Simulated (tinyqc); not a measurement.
One-dimensional ballistic tunnel FET, two-band WKB: one step of the calculation.

A p-type source for x < 0 with its Fermi level at 0 and its valence edge at ds; in the channel the bands fall as D exp(-x/lam) towards their flat values, with the conduction edge at Ec = ds - dP and D = dP + Eg. The gate moves dP one to one. The drain Fermi level lies at -Vd and the drain side reflects nothing. For w = E - Ec between 0 and dP an electron crosses the gap. Two-band dispersion with equal masses m: inside the gap kappa = sqrt(m u (1 - u/Eg)/C), u the distance from a band edge, C = hbar^2/(2 m0).

Problem. The path through the gap by the midpoint rule. At w = w0 the path runs from xa = lam ln(D/(w + Eg)) to xb = lam ln(D/w); u(x) = w + Eg - D exp(-x/lam) is the height above the valence edge. Cut it into nc equal cells: S = 2 (cell width) times the sum of kappa at the centres.

Parameters, values chosen for the exercise; band and dielectric values close to those of germanium: band gap Eg = 0.653 eV; band-edge mass of the two-band model m = 0.041 m0; screening length of the source junction lam = 3.2 nm; tunnelling window Ev(source) - Ec(channel) dP = 0.35 eV; energy above the channel conduction edge w0 = 0.31 eV; cells of the path nc = 8.

Constants: q = 1.602176634e-19 C, hbar = 1.054571817e-34 J s, m0 = 9.1093837015e-31 kg, hbar^2/(2 m0) = 0.0380998212 eV nm^2. Results are converted to the units shown.

Wanted: xa; xb; x; u; kappa; S.

Solution.

xa = 0.1302 nm
xb = 3.757 nm

```
cell  x (nm)  u (eV)  kappa (1/nm)
0      0.357  0.0659        0.2524
1      0.810  0.1844        0.3773
2      1.264  0.2872        0.4161
3      1.717  0.3765        0.4142
4      2.170  0.4540        0.3859
5      2.624  0.5212        0.3364
6      3.077  0.5796        0.2648
7      3.531  0.6302        0.1537
```

S = 2.358

Range of the model: The two-band model describes a direct gap; phonon-assisted tunnelling across an indirect gap is left out.

Numbers from tinyqc (`OMP_NUM_THREADS=1 python tinyqc.py 2620149 2620150 out.jsonl`; about 0.02 s on one thread of a shared Intel Xeon 2.30GHz).
